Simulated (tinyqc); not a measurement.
What each parameter does: pair of shallow donors (hydrogen-like orbitals).

Each donor has the orbital exp(-r/a); energy unit Ha* = q/(eps a), q = e^2/(4 pi eps0), so that a lone donor is bound by Ha*/2; x = R/a. One electron: S = (1 + x + x^2/3) exp(-x), j = 1/x - (1 + 1/x) exp(-2x), k = (1 + x) exp(-x); levels E(+/-) = -1/2 - (j +/- k)/(1 +/- S) in Ha*, without the repulsion of the ions, split by D = |E(-) - E(+)|. In six valleys the overlaps S and k are multiplied by v = [cos(K Rx) + cos(K Ry) + cos(K Rz)]/3, K = k0 (2 pi/a_lat), for isotropic envelopes and the symmetric valley state.

Two electrons, Heitler-London: with S' = (1 - x + x^2/3) exp(x), C = 1/x - exp(-2x)(1/x + 11/8 + 3x/4 + x^2/6), X = (1/5){exp(-2x)(25/8 - 23x/4 - 3x^2 - x^3/3) + (6/x)[S^2 (0.5772157 + ln x) + S'^2 Ei(-4x) - 2 S S' Ei(-2x)]}, Q = C - 2j + 1/x and A = X - 2 S k + S^2/x, the singlet and triplet lie at (Q +/- w A)/(1 +/- w S^2) from two lone donors, with the valley weight w = v^2; the exchange is J = triplet - singlet.

Constants: e^2/(4 pi eps0) = 14.39964547 eV angstrom.

Values chosen for the exercise (near those of two donors in Si; not measured data):
```
symbol  value           unit        meaning
a       16.1            angstrom    orbital radius
eps     11.2                        dielectric constant
n       (12.5, 0.5, 0)  a_lat       separation vector
a_lat   5.431           angstrom    lattice constant
k0      0.847           2 pi/a_lat  valley position
```

x, D = |E(-) - E(+)| and J.

Results for these values:
```
case      x  D (meV)  J (micro-eV)
base  4.220    1.495          70.5
```

What happens to each result for n = (13.5, 0.5, 0) a_lat, all else kept?

Answer: x rises from 4.220 to 4.557; D falls from 1.495 to 1.267; J falls from 70.5 to 50.3.

The same for each parameter in turn:
```
case                          x  D (meV)  J (micro-eV)
base                      4.220    1.495          70.5
a = 17.7 angstrom         3.839    1.780           111
eps = 12.3                4.220    1.361          64.2
k0 = 0.827 2 pi/a_lat     4.220   0.7641          18.5
n = (13.5, 0.5, 0) a_lat  4.557    1.267          50.3
```

Run: tinyqc, `OMP_NUM_THREADS=1 python tinyqc.py 1251585 1251586 out.jsonl`; Intel(R) Xeon(R) Processor @ 2.30GHz, one thread, shared host; about 0.01 s of CPU time with all checks.
